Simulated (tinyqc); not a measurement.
Mobility of a non-polar semiconductor in the relaxation-time approximation: one step, computed by the program tinyqc. Command: `OMP_NUM_THREADS=1 python tinyqc.py 3013008 3013009 out.jsonl rta walk`. One thread of a shared host (Intel(R) Xeon(R) Processor @ 2.30GHz), about 0.01 s of CPU time with the checks.

Each valley is treated as a sphere of mass m_d for states and rates, with one isotropic relaxation time; the conductivity mass m_c sets the current.

Task: Masses. m_d = (m_l m_t^2)^(1/3); 1/m_c = (1/m_l + 2/m_t)/3; Hall mass factor A = 3 K_m (K_m + 2)/(2 K_m + 1)^2, K_m = m_l/m_t; N_I = n (1 + C)/(1 - C).

Inputs (values chosen for the exercise, modelled on electrons in germanium):
```
quantity,value,unit
longitudinal mass m_l,1.57,m_0
transverse mass m_t,0.0827,m_0
carrier density n,1.2e+16,1/cm^3
compensation ratio C,0,-
```

Band: parabolic. Impurity formula: Brooks-Herring. Further scattering: none.

Give: density-of-states mass m_d; conductivity mass m_c; Hall mass factor A; ionised impurity density N_I.

Result:

density-of-states mass m_d = 0.2206 m_0

conductivity mass m_c = 0.1209 m_0

Hall mass factor A = 0.7870

ionised impurity density N_I = 1.20e+16 1/cm^3
